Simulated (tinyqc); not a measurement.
What each parameter does: dielectric confinement in a thin film (image charges).

A film |z| < t/2 of dielectric constant eps between half-spaces of dielectric constant e2; lam = (eps - e2)/(eps + e2), q = e^2/(4 pi eps0). The self-energy of a band edge is taken with the high-frequency value, e2 = eh, and the field of a fixed ion with the static one, e2 = eo. A charge at z has images lam^|n| at n t + (-1)^n z. Its self-energy is S(z) = (q/2 eps) sum over n >= 1 of lam^n [1/(n t - 2z) + 1/(n t + 2z)] for odd n and 2 lam^n/(n t) for even n; at the centre S(0) = -(q/(eps t)) ln(1 - lam).

Donor at the centre, lam from the static eo, trial function cos(pi z/t) exp(-rho/l): E(l) = c/(m l^2) - (q/eps) times the integral over k of F(k t) (1 + (k l/2)^2)^(-3/2), with F(x) = F0 + 2 lam exp(-x) G/(1 - lam exp(-x)), F0 = 2[(1 - exp(-x/2))/x + x (1 + exp(-x/2))/(x^2 + 4 pi^2)], G = 2 sinh(x/2)[1/x - x/(x^2 + 4 pi^2)]; c = hbar^2/2m0. The binding energy is -E at the minimum, counted from the subband edge with its self-energy.

Constants: e^2/(4 pi eps0) = 14.39964547 eV angstrom; hbar^2/2m0 = 3.80998211 eV angstrom^2; Ry = 13.60569312 eV.

Parameters, chosen for this exercise (near those of a Ge film in vacuum; the results hold for these values, not for the real material):
- t = 70 angstrom (film thickness)
- eps = 16.3 (dielectric constant of the film)
- eh = 1 (high-frequency dielectric constant outside)
- eo = 1 (static dielectric constant outside)
- m = 0.147 m0 (mass in the plane)

<S> is the mean over (2/t) cos^2(pi z/t).

Results for these values:
```
case  lam from eh  <S> (meV)  binding (meV)  l (angstrom)
base        0.884       29.7           66.7          42.1
```

What happens to each result for eo = 1.4, all else kept?

Answer: lam from eh does not change at the printed digits; <S> does not change at the printed digits; binding falls from 66.7 to 59.0; l rises from 42.1 to 42.4.

The same for each parameter in turn:
```
case             lam from eh  <S> (meV)  binding (meV)  l (angstrom)
base                   0.884       29.7           66.7          42.1
t = 64 angstrom        0.884       32.5           71.6          40.5
eps = 14.7             0.873       31.6           73.0          39.7
eo = 1.4               0.884       29.7           59.0          42.4
eh = 1.3               0.852       26.5           66.7          42.1
m = 0.176 m0           0.884       29.7           69.4          37.9
```

Program tinyqc; command `OMP_NUM_THREADS=1 python tinyqc.py 1252685 1252686 out.jsonl`; about 0.1 s on one thread of a shared Intel(R) Xeon(R) Processor @ 2.30GHz.
